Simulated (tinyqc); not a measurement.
Three voltage laws: time-dependent dielectric breakdown: cell percolation, Weibull statistics, area scaling and voltage extrapolation. Computed by tinyqc, a small Python program. Command: `OMP_NUM_THREADS=1 python tinyqc.py 3016318 3016319 out.jsonl tddb walk`. One thread of a shared host (Intel(R) Xeon(R) Processor @ 2.30GHz), about 0.01 s of CPU time with the checks.

The oxide is divided into columns of area a^2, each holding m = t_ox/a cells (m is taken as continuous). A share lambda(t) = (t/t_1)^alpha of the cells is defective, and a column whose cells are all defective breaks down.

Inputs (values chosen for the exercise, for a model gate oxide): oxide thickness t_ox = 5.2 nm; defect cell size a = 1.5 nm; exponent alpha of defect growth = 0.75; time t_1 at which the occupied share would reach 1 = 2.7e+07 s; test area A = 500 um^2; product area A_u = 300000 um^2; stress voltage V = 5.91 V; use voltage V_u = 3.1 V; local exponent n = -d ln t/d ln V at the stress voltage = 40; activation energy E_a = 0.65 eV; stress temperature T = 140 C; use temperature T_u = 100 C; allowed failure fraction F = 1e-06.

Voltage law used: E.

Constants: k_B = 8.617333262e-05 eV/K.

Method:
- Failure fraction F = 1 - (1 - lambda^m)^N with N = A/a^2 columns, which for small lambda^m is 1 - exp(-(t/t63)^beta) with beta = alpha m and t63 = t_1 N^(-1/beta); critical share lambda(t63) = N^(-1/m). 1 um^2 = 1e6 nm^2.
- All three voltage laws share the slope n at the stress voltage. Factor t(V_u)/t(V): E law exp(n (1 - V_u/V)); 1/E law exp(n (V/V_u - 1)); power law (V/V_u)^n.
- Temperatures in kelvin are T(C) + 273.15.
- Temperature factor exp[(E_a/k_B)(1/T_u - 1/T)]; area factor (A/A_u)^(1/beta); percentile factor (-ln(1 - F))^(1/beta); life = t63 x all four; 1 year = 3.15576e7 s.
- Life = t63 x voltage, temperature, area and percentile factors, the last three as above.

projected life = 285.347 years

voltage factor = 1.81835e+08

Log10 of the life in years:
```
V_u/V  V_u (V)    E law  1/E law  power law
1.00    5.9100  -5.8043   -5.804     -5.804
0.95    5.6145  -4.9357   -4.890     -4.913
0.90    5.3190  -4.0671   -3.874     -3.974
0.80    4.7280  -2.3299   -1.461     -1.928
0.70    4.1370  -0.5928    1.641      0.392
0.60    3.5460   1.1444    5.777      3.070
0.50    2.9550   2.8816   11.567      6.237
0.40    2.3640   4.6188   20.253     10.113
```

What does the comparison show, and why?

At V_u/V = 0.9 the laws differ by 0.19 decades at most, and at 0.5 by 8.7. The E law is the most cautious and the 1/E law the most hopeful. Ten years are reached at V_u/V = 0.608 (E), 0.719 (1/E), 0.676 (power). Caution: t_1 is an input here; in a real oxide it changes with thickness at fixed voltage. Caution: the rows at low voltage extrapolate over many decades and cannot be tested.
